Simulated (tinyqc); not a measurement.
Inputs raised by 10 %, one at a time: hydrogen passivation and dissociation of interface defects with a spread of activation energies. Computed by tinyqc, a small Python program. Command: `OMP_NUM_THREADS=1 python tinyqc.py 3027489 3027490 out.jsonl passivation sens`. One thread of a shared host (Intel(R) Xeon(R) Processor @ 2.30GHz), about 0.02 s of CPU time with the checks.

Active defects P react as P + H2 -> HP + H and HP -> P + H; released atomic hydrogen is removed. All defects start active. Activation energies are normally distributed, independently for the two reactions.

Inputs (values chosen for the exercise, for a model interface):
```
quantity                        value    unit
defect density N_0            5.3e+11   cm^-2
mean passivation energy E_f      1.47      eV
spread s_f                      0.077      eV
prefactor k_f0                5.5e-08  cm^3/s
mean dissociation energy E_d     2.92      eV
spread s_d                      0.066      eV
prefactor k_d0                1.6e+13     1/s
dissolved hydrogen [H2]       8.9e+17   cm^-3
anneal temperature T              830       K
anneal time t                    2000       s
```

Ambient: hydrogen.

Constants: k_B = 8.617333262e-05 eV/K.

Method. a = k_f0 [H2] exp(-E_f/k_B T), b = k_d0 exp(-E_d/k_B T); the active share of one kind of site is b/(a + b) + (a/(a + b)) exp(-(a + b) t). Full average: z from -5 to 5 in steps of 0.125 with normalised weights exp(-z^2/2), energy = mean + spread x z, over both energies.

Runs:
```
input moved                          from        to  active share  active share, single energy  dissociation rate b (1/s)  passivation rate a (1/s)
base run                                -         -    1.4011e-06                   5.1278e-07                  0.0000298                     58.06
mean passivation energy E_f (eV)     1.47     1.617    1.0941e-05                   4.0042e-06                  0.0000298                      7.44
spread s_f (eV)                     0.077    0.0847    1.5824e-06                   5.1278e-07                  0.0000298                     58.06
spread s_d (eV)                     0.066    0.0726    1.5322e-06                   5.1278e-07                  0.0000298                     58.06
anneal temperature T (K)              830       913    7.4321e-06                   3.2384e-06                  0.0012180                    376.12
anneal time t (s)                    2000      2200    1.4011e-06                   5.1278e-07                  0.0000298                     58.06
prefactor k_d0 (1/s)              1.6e+13  1.76e+13    1.5413e-06                   5.6406e-07                  0.0000327                     58.06
prefactor k_f0 (cm^3/s)           5.5e-08  6.05e-08    1.2738e-06                   4.6617e-07                  0.0000298                     63.87
```

Exponents ln(y'/y) / ln(x'/x):
```
input                        active share  active share, single energy  dissociation rate b  passivation rate a
mean passivation energy E_f        21.563                       21.564                 0.00             -21.564
spread s_f                          1.277                        0.000                 0.00               0.000
spread s_d                          0.938                        0.000                 0.00               0.000
anneal temperature T               17.506                       19.337                38.94              19.604
anneal time t                       0.000                        0.000                 0.00               0.000
prefactor k_d0                      1.000                        1.000                 1.00               0.000
prefactor k_f0                     -1.000                       -1.000                 0.00               1.000
```

Which inputs matter most for each result?

Among the inputs moved here: active share answers most in size to mean passivation energy E_f (exponent +21.563), next to anneal temperature T (+17.506); its exponent is below 0.0005 for anneal time t. Active share, single energy answers most in size to mean passivation energy E_f (exponent +21.564), next to anneal temperature T (+19.337); its exponent is below 0.0005 for spread s_f, spread s_d, anneal time t. Dissociation rate b answers most in size to anneal temperature T (exponent +38.940), next to prefactor k_d0 (+1.000); its exponent is below 0.0005 for mean passivation energy E_f, spread s_f, spread s_d, anneal time t, prefactor k_f0. Passivation rate a answers most in size to mean passivation energy E_f (exponent -21.564), next to anneal temperature T (+19.604); its exponent is below 0.0005 for spread s_f, spread s_d, anneal time t, prefactor k_d0.
